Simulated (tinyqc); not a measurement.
Square lattice in a magnetic field (Harper-Hofstadter model): sweeps and comparisons. A value that a table varies takes the place of the one given here.

Landau gauge, lattice period 1: the magnetic cell has q sites j = 0 to q - 1 along x. H_jj = -2 ty cos(ky + 2 pi p j/q), H_(j,j+1) = -tx, and the bond from q - 1 back to 0 is H_(q-1,0) = -tx exp(i q kx). The levels depend on k only through cos(q kx) and cos(q ky), so the band edges lie at (0, 0) and (pi/q, pi/q).

Inputs chosen for the exercise: tx = 1.3 meV (hopping along x); ty = 1.9 meV (hopping along y); Q = 11 (denominator); p = 1 (flux per plaquette p/q, in units of h/e); q = 6.

## Towards Landau levels

Flux 1/Q. Near the bottom of the band the mass gives hbar wc = 4 pi sqrt(tx ty)/Q and E_0 = -2 (tx + ty) + hbar wc/2. For each Q, p = 1 and q = Q.

Lowest band (meV):
```
Q,centre,width,E_0,spacing to band 2,hbar wc
3,-3.8335,1.27,-3.1084,3.8335,6.5832
4,-4.3990,0.411,-3.9313,3.4485,4.9374
5,-4.7332,0.139,-4.4250,2.8294,3.9499
6,-4.9691,0.0476,-4.7542,2.4631,3.2916
8,-5.2867,0.00578,-5.1656,1.9915,2.4687
12,-5.6311,9.26e-05,-5.5771,1.4329,1.6458
20,-5.9258,2.74e-08,-5.9063,0.9101,0.9875
```

The width falls from 1.27 to 2.7e-08 meV, by a factor 2.76 for each unit of Q at the end, so the band turns into a flat level. Its centre lies -0.725 meV from E_0 at Q = 3 and -0.020 meV at Q = 20; the spacing reaches 92 % of hbar wc, the shortfall coming from the non-parabolic band.

## Slices of the butterfly

Flux P/Q for each P (p = P, q = Q): the lowest edge, the first gap, the widest gap with its r (the lower one of a mirror pair) and t_r from r = Q s + P t, |t| <= Q/2, and the total width of the bands.

Spectra (meV):
```
flux,lowest edge,first gap,t of first gap,widest gap,its r,its t,total width
1/11,-5.5666,1.5394,1,1.5394,1,1,2.5644
2/11,-4.8968,0.0003,-5,2.3130,2,1,2.5792
3/11,-4.5046,0.0389,4,2.4424,3,1,2.5725
4/11,-4.3396,0.1212,3,2.4141,4,1,2.5777
5/11,-4.3554,0.3779,-2,2.0897,5,1,2.5709
```

The widest gap carries t = 1 in every row, and its r equals P: it is the gap above the lowest Landau level, which holds P of the Q bands. The first gap is widest at 1/11 (t = 1) and narrowest at 2/11 (t = -5). The total width lies between 2.564 and 2.579 meV; its limit for large Q is 4 |tx - ty| = 2.4 meV.

## What each parameter does

Bottom and width of band 1, the first gap and the total width of all bands. Each row changes one parameter from the base and keeps the others.

Results:
```
case,bottom (meV),width (meV),first gap (meV),total width (meV)
base,-4.9930,0.0476,2.2354,3.4170
tx = 1.56 meV,-5.3671,0.0381,2.5249,3.1444
ty = 1.425 meV,-4.2197,0.0270,2.0145,2.3381
p = 5,-4.9930,0.0476,2.2354,3.4170
q = 7,-5.1556,0.0165,2.1011,2.9511
```

The largest shifts from the base row, up to three for each result and ties (the steps differ in size, so this ranks the rows, not the parameters). bottom (meV): ty +0.7732, tx -0.3742, q -0.1626; unchanged at the printed digits by p. width (meV): q -0.0311, ty -0.0206, tx -0.0095; unchanged at the printed digits by p. first gap (meV): tx +0.2895, ty -0.2209, q -0.1343; unchanged at the printed digits by p. total width (meV): ty -1.0789, q -0.4660, tx -0.2727; unchanged at the printed digits by p. Flux p/q and 1 - p/q have the same spectrum: reversing the field leaves it alone, and one whole quantum is a gauge change.

Computed by tinyqc, a small Python program: `OMP_NUM_THREADS=1 python tinyqc.py 1251317 1251318 out.jsonl` (the numbers bound the seed that draws the inputs); one thread of a shared host (Intel(R) Xeon(R) Processor @ 2.30GHz), about 0.03 s for the whole set of steps.
